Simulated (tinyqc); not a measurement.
Koster-Slater impurity in a tight-binding band, by Green functions and by supercells: one step, computed by the program tinyqc. Command: `OMP_NUM_THREADS=1 python tinyqc.py 3026943 3026944 out.jsonl kosterslater walk`. One thread of a shared host (Intel(R) Xeon(R) Processor @ 2.30GHz), about 0.04 s of CPU time with the checks.

One orbital per site, e(k) = -2 t sum cos(k_i) over 3 direction(s), band from -6 t to 6 t, lattice constant 1. One site has the extra energy U. Spin is left out.

Task: The bound state. Outside the band G0(E) = (1/pi) int_0^pi dk (2/(pi z)) K(16 t^2/z^2), z = E + 2 t cos k, K the complete elliptic integral with parameter m; 200 Gauss-Legendre points. A bound state solves 1/U = G0(E). Bisection in ln(distance from the edge) between 1e-5 t and |U| + t. Weight on the impurity site: -1/(U^2 dG0/dE), by a central difference with step min(1e-4 t, distance/30). Decay length along an axis: 1/arccosh(1 + distance/(2 t)).

Inputs (values chosen for the exercise, for a model band): hopping t = 0.48 eV; impurity potential U = -2.72 eV.

Lattice: simple cubic.

Give: level E_b; distance from the band edge; weight on the impurity site; decay length.

Result:

level E_b = -3.289 eV

distance from the band edge = 0.4092 eV

weight on the impurity site = 0.7334

decay length = 1.119 sites

The state is compact: most of it sits on the impurity.
